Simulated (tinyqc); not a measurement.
Reverse leakage of an n+-p junction: diffusion, generation, trap-assisted and band-to-band tunnelling: two steps of the calculation.

One-sided abrupt junction in the depletion approximation, x from the junction (0) to W on the p side, field F = F0 (1 - x/W). Flat quasi-Fermi levels, long p side. Traps generate through SRH with both lifetimes shortened by 1 + Gamma (Hurkx enhancement, form for moderate fields); band-to-band generation is local and needs a total bending above Eg.

Inputs (values chosen for the exercise); band and dielectric values close to those of silicon:
```
symbol,value,unit,meaning
T,400,K,temperature
Eg,1.13,eV,band gap
Na,1.6e18,cm^-3,acceptor density of the lighter side
Nd,5e19,cm^-3,donor density of the heavier side
tau,5e-9,s,SRH lifetime of both carriers at zero field
Et,0,eV,trap level above the intrinsic level
Ab,2.5e14,cm^-0.5 V^-2.5 s^-1,band-to-band prefactor
Bb,1.84e7,V/cm,band-to-band field constant
VR,0.4,V,reverse bias
```

Constants: q = 1.602176634e-19 C, kB = 1.380649e-23 J/K, Vt = kB T/q. Results are converted to the units shown.

Task 1. Generation rates across the layer. u = (Vbi + VR)(1 - x/W)^2, p = Na exp(-u/Vt), n = Nd exp((u - Vbi - VR)/Vt); G0 = ni^2 (1 - exp(-VR/Vt))/(tau (n + p + 2 ni cosh(Et/Vt))); Gamma = 2 sqrt(3 pi)(F/FG) exp((F/FG)^2); trap-assisted part G0 Gamma; G_bb = Ab F^2.5 exp(-Bb/F) with F in V/cm, zero unless Vbi + VR > Eg, and counted as zero under 1 cm^-3 s^-1. 12 equal steps.

ni = 3.2064359e12 cm^-3
Vbi = 1.0231438 V
W = 33.769728 nm
F0 = 842.85181 kV/cm
FG = 579.11545 kV/cm

Give: x; F; Gamma; G0; G0 Gamma; G_bb.

Result 1.

| point | x (nm) | F (kV/cm) | Gamma | G0 (cm^-3 s^-1) | G0 Gamma (cm^-3 s^-1) | G_bb (1e19 cm^-3 s^-1) |
|---|---|---|---|---|---|---|
| 0 | 0.00 | 842.9 | 74.32 | 4.112e13 | 3.056e15 | 5.388 |
| 1 | 2.81 | 772.6 | 48.57 | 3.006e16 | 1.460e18 | 0.596 |
| 2 | 5.63 | 702.4 | 32.42 | 1.193e19 | 3.866e20 | 0.043 |
| 3 | 8.44 | 632.1 | 22.06 | 2.885e20 | 6.365e21 | 0.002 |
| 4 | 11.26 | 561.9 | 15.27 | 3.195e20 | 4.880e21 | 0.000 |
| 5 | 14.07 | 491.7 | 10.72 | 2.678e20 | 2.870e21 | 0.000 |
| 6 | 16.88 | 421.4 | 7.588 | 3.481e19 | 2.641e20 | 0.000 |
| 7 | 19.70 | 351.2 | 5.378 | 1.658e18 | 8.919e18 | 0.000 |
| 8 | 22.51 | 281.0 | 3.769 | 1.262e17 | 4.757e17 | 0.000 |
| 9 | 25.33 | 210.7 | 2.550 | 1.697e16 | 4.327e16 | 0.000 |
| 10 | 28.14 | 140.5 | 1.580 | 4.046e15 | 6.391e15 | 0.000 |
| 11 | 30.96 | 70.2 | 0.7557 | 1.712e15 | 1.294e15 | 0.000 |
| 12 | 33.77 | 0.0 | 0 | 1.285e15 | 0 | 0.000 |

Task 2. Current components. 12 equal steps.

Each current is q times the trapezoid sum of its rate; J adds J_diff; J_bb under 1e-8 of the sum is given as 0.

| point | x (nm) | G0 (cm^-3 s^-1) | G0 Gamma (cm^-3 s^-1) | G_bb (cm^-3 s^-1) |
|---|---|---|---|---|
| 0 | 0.000000 | 4.1124545e13 | 3.0562318e15 | 5.3875176e19 |
| 1 | 2.814144 | 3.0061548e16 | 1.4600716e18 | 5.9568221e18 |
| 2 | 5.628288 | 1.1926201e19 | 3.8664755e20 | 4.3376021e17 |
| 3 | 8.442432 | 2.8847649e20 | 6.3648173e21 | 1.8143960e16 |
| 4 | 11.256576 | 3.1951284e20 | 4.8798677e21 | 3.5538236e14 |
| 5 | 14.070720 | 2.6775177e20 | 2.8696816e21 | 2.3664007e12 |
| 6 | 16.884864 | 3.4813081e19 | 2.6414810e20 | 3.1469101e9 |
| 7 | 19.699008 | 1.6583998e18 | 8.9194959e18 | ~0 |
| 8 | 22.513152 | 1.2621003e17 | 4.7570651e17 | 0 |
| 9 | 25.327296 | 1.6966984e16 | 4.3270522e16 | 0 |
| 10 | 28.141440 | 4.0459836e15 | 6.3911383e15 | 0 |
| 11 | 30.955584 | 1.7118609e15 | 1.2936813e15 | 0 |
| 12 | 33.769728 | 1.2851370e15 | 0 | 0 |

J_diff = 3.4454075e-8 A/cm^2

Find: J_SRH; J_TAT; J_bb; J.

Result 2.

J_SRH = 4.168e-5 A/cm^2
J_TAT = 6.662e-4 A/cm^2
J_bb = 1.504e-6 A/cm^2
J = 7.094e-4 A/cm^2

Range of the model: The n+ side is degenerate, so Vbi from Boltzmann statistics is only a guide.

Numbers from tinyqc (`OMP_NUM_THREADS=1 python tinyqc.py 2290138 2290139 out.jsonl`; about 0.01 s on one thread of a shared Intel Xeon 2.30GHz).

~0 in a residual or rate marks an entry under 1e-11 of the largest of its column.
